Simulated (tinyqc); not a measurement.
From diffusion-limited time back to aspect ratio a: atomic layer deposition: Langmuir saturation, growth per cycle and coating of deep features. Computed by tinyqc, a small Python program. Command: `OMP_NUM_THREADS=1 python tinyqc.py 3007124 3007125 out.jsonl ald inv`. One thread of a shared host (Intel(R) Xeon(R) Processor @ 2.30GHz), about 0.02 s of CPU time with the checks.

Precursor A sticks only on free sites, so a long enough pulse saturates; co-reactant B then frees the sites again.

Inputs (values chosen for the exercise, modelled on aluminium oxide from trimethylaluminium and water):
```
quantity,value,unit
precursor mass M,72,u
site density q,4.1,1/nm^2
sticking probability beta on free sites,0.0009,-
precursor pressure p,1.6,Pa
temperature T,325,C
pulse time t,0.1,s
desorption energy E_d,2.03,eV
```

Feature: long trench.

Constants: u = 1.6605390666e-27 kg; k_B = 1.380649e-23 J/K; k_B = 8.617333262e-05 eV/K.

Method:
- Wall flux F = p/sqrt(2 pi M k_B T); rate of filling k_a = beta F/q; desorption k_d = 1e13 exp(-E_d/(k_B T)) per second. 1/m^2 = 1e-18/nm^2.
- Temperatures in kelvin are T(C) + 273.15.
- Diffusion-limited filling (Gordon) of a long trench of width w, hydraulic diameter 2w, so that a is replaced by a/2 in the hole formula: t = (q/F)(1 + 19a/8 + 3a^2/8). Reaction-limited filling needs ln(100)/k_a at any depth, k_a = beta F/q. Flow is molecular. The front picture holds when the modulus (a/2) sqrt(beta) is well above 1.
- Depth reached by the given pulse: solve the same formula for a. Exposure = p x diffusion-limited time; 1 langmuir = 1.33322e-4 Pa s.

Task: A run gave the result below. Find the aspect ratio a, known to lie between 11 and 28.

diffusion-limited time = 0.0326516 s

Result:

Each step takes the trial c = (a f_b - b f_a)/(f_b - f_a), f being the result less the target and a, b, c the logarithms of the listed values; c replaces end b, the old b replaces a if the sign of f changed, and otherwise f_a is halved.

Scan of the range:
```
aspect ratio a,diffusion-limited time (s)
11.0,0.0146329
12.9,0.0189806
15.0,0.0244217
17.5,0.0317697
20.5,0.0418361
24.0,0.0553021
28.0,0.0729625
```

False position (Illinois rule, in the logarithm of the input) inside the bracket:
```
step,end a,end b,trial,diffusion-limited time (s)
1,17.5000,20.5000,17.7443,0.0325384
2,20.5000,17.7443,17.7755,0.0326373
3,20.5000,17.7755,17.7834,0.0326623
4,17.7755,17.7834,17.7800,0.0326516
5,17.7834,17.7800,17.7800,0.0326516
```

Diffusion-limited time rises at every point of a 13-point scan of the range (every second point is shown), so one value fits; it is bracketed by 17.5 and 20.5. Answer: aspect ratio a = 17.78.

Caution: the modulus is not well above 1 or the Gordon time is under three times ln(100)/k_a, so there is no sharp front: the Gordon time is only a lower bound and the reaction time must be met as well.
